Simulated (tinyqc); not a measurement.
## Junction parameters from two forward currents

Question. D(v) = J1 (exp(v/Vt) - 1) + J2 (exp(v/(2 Vt)) - 1). Find J1, J2 and the voltage 2 Vt ln(J2/J1) near which both parts are equal.

Parameters, values chosen for the exercise:
- T = 300 K (temperature)

Constants: q = 1.602176634e-19 C, kB = 1.380649e-23 J/K, Vt = kB T/q. Results are converted to the units shown.

junction voltages (V): [0.35, 0.63]
currents (uA/um): [2.2656632e-6, 0.013865647]

Solution. The current is linear in J1 and J2, so two points give two equations.

J1 = 3.50e-13 uA/um
J2 = 2.30e-9 uA/um
crossover = 0.455 V

Numbers from tinyqc (`OMP_NUM_THREADS=1 python tinyqc.py 2182128 2182129 out.jsonl`; about 0.1 s on one thread of a shared Intel Xeon 2.30GHz).
